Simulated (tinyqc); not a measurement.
Landau levels of a non-parabolic (Kane) conduction band at kz = 0: sweeps and comparisons. A value that a table varies takes the place of the one given here.

Three-level Kane model: E = (N + 1/2) 2 muB B/m(E) + s g(E) muB B, s = +/-1/2, with 1/m(E) = 1 + (Ep/3)(2/(E + Eg) + 1/(E + Eg + Dso)) and g(E) = 2 - (2 Ep/3)(1/(E + Eg) - 1/(E + Eg + Dso)); E from the band edge, solved self-consistently; remote bands are left out, and so is the confinement energy of a real sheet, which raises m and lowers |g|.

In a field B along z: l = 1/sqrt((e/hbar) B) is the magnetic length, n_B = B/(h/e) the number of states per area in one level, hbar wc = 2 muB B/m for mass m in m0; 1/angstrom^2 = 1e16/cm^2.

Each listed level takes n_B electrons. At zero temperature and without broadening EF sits in the partly filled level.

Constants: e/hbar = 1.519267448e-05 1/(T angstrom^2); h/e = 413566.7697 T angstrom^2; muB = 5.788381798e-05 eV/T.

Inputs chosen for the exercise (near those of InSb; the results hold for these values, not for the real material): Eg = 0.235 eV (gap); Dso = 0.853 eV (spin-orbit splitting); Ep = 22.7 eV (Kane energy); Bs = (2, 4, 6, 8, 10, 12, 15) T (fields); B = 4.2 T (magnetic field); n = 1.7 x 1e11/cm^2 (electron sheet density).

## The fan of levels

The four lowest levels against B, with their labels in order.

Levels (meV):

| B (T) | first | second | third | fourth | order |
|---|---|---|---|---|---|
| 2.00 | 5.48 | 10.70 | 20.75 | 25.36 | 0+ 0- 1+ 1- |
| 4.00 | 10.78 | 20.57 | 39.10 | 47.03 | 0+ 0- 1+ 1- |
| 6.00 | 15.93 | 29.78 | 55.77 | 66.30 | 0+ 0- 1+ 1- |
| 8.00 | 20.94 | 38.44 | 71.17 | 83.83 | 0+ 0- 1+ 1- |
| 10.0 | 25.82 | 46.65 | 85.56 | 100.04 | 0+ 0- 1+ 1- |
| 12.0 | 30.58 | 54.47 | 99.14 | 115.19 | 0+ 0- 1+ 1- |
| 15.0 | 37.52 | 65.57 | 118.25 | 136.32 | 0+ 0- 1+ 1- |

The fourth level grows as B^0.89 over the first two rows and B^0.75 over the last two (1 for a parabolic band without a fixed offset such as a valley splitting, 1/2 for massless Dirac electrons). The order of the levels does not change. At the highest field the lowest level has m(E) = 0.0158 and g(E) = -40.1, against 0.0138 and -48.5 at the edge.

## What each parameter does

The second and third levels from below, nu = n/n_B, and EF. Each row changes one parameter from the base and keeps the others.

Results:

| case | second level (meV) | third level (meV) | nu | EF (meV) |
|---|---|---|---|---|
| base | 21.51 | 40.84 | 1.67 | 21.51 |
| B = 3.57 T | 18.50 | 35.32 | 1.97 | 18.50 |
| Eg = 0.282 eV | 18.37 | 36.16 | 1.67 | 18.37 |
| Dso = 0.725 eV | 21.51 | 41.57 | 1.67 | 21.51 |
| Ep = 27.2 eV | 25.39 | 47.72 | 1.67 | 25.39 |
| n = 1.44 x 1e11/cm^2 | 21.51 | 40.84 | 1.42 | 21.51 |

The largest shifts from the base row, up to three for each result and ties (the steps differ in size, so this ranks the rows, not the parameters). second level (meV): Ep +3.88, Eg -3.14, B -3.01; unchanged at the printed digits by Dso and n. third level (meV): Ep +6.88, B -5.52, Eg -4.67; unchanged at the printed digits by n. nu: B +0.30, n -0.26; unchanged at the printed digits by Eg, Dso and Ep. EF (meV): Ep +3.88, Eg -3.14, B -3.01; unchanged at the printed digits by Dso and n.

Program tinyqc; command `OMP_NUM_THREADS=1 python tinyqc.py 1282603 1282604 out.jsonl`; about 0.05 s on one thread of a shared Intel(R) Xeon(R) Processor @ 2.30GHz.
